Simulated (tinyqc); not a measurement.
Temperature and isotope dependence of a band gap in oscillator models: one step. The gap at T. Two cases, with inputs chosen for the exercise.

Question. Give the occupations, the two terms, the gap, ZP and the static gap.

E(T) = E0 - sum_i sl_i th_i n_i(T), n = 1/(exp(th/T) - 1). The same coupling lowers the gap at 0 K by the zero-point term ZP = sum_i sl_i th_i/2, so the gap of the static lattice is E0 + ZP. Thermal expansion is taken as part of the slopes.

Case 1.

Values chosen (near those of GaAs; shifted at random, so the results belong to these values and not to a real crystal): E0 = 1.527 eV (gap at 0 K); th = (102, 296) K (temperatures of two oscillators); sl = (0.1721, 0.293) meV/K (their high-temperature slopes); T = 200 K (temperature).

Case 2.

Values chosen (near those of InAs; shifted at random, so the results belong to these values and not to a real crystal): E0 = 0.414 eV (gap at 0 K); th = (57, 196) K (temperatures of two oscillators); sl = (0.1011, 0.1649) meV/K (their high-temperature slopes); T = 500 K (temperature).

Give: n_i; terms; E(T); ZP; static gap.

Answer.

Case 1.

n_i: 1.50310  0.29473

terms (meV): 26.386  25.561

E(T) = 1.4751 eV
ZP = 52.14 meV
static gap = 1.5791 eV

The thermal fall, 51.9 meV, is smaller than the zero-point term, 52.1 meV; the soft oscillator supplies 51 % of the fall but 17 % of ZP. A calculation with clamped ions should be compared with the static gap.

Case 2.

n_i: 8.28143  2.08360

terms (meV): 47.723  67.343

E(T) = 0.2989 eV
ZP = 19.04 meV
static gap = 0.4330 eV

The thermal fall, 115.1 meV, is larger than the zero-point term, 19.0 meV; the soft oscillator supplies 41 % of the fall but 15 % of ZP. A calculation with clamped ions should be compared with the static gap.

Computed by tinyqc, one run a case: `OMP_NUM_THREADS=1 python tinyqc.py N N+1 out.jsonl` with N = 1850523, 1850598; one thread of a shared Intel(R) Xeon(R) Processor @ 2.30GHz, about 0.01 s a run at most.
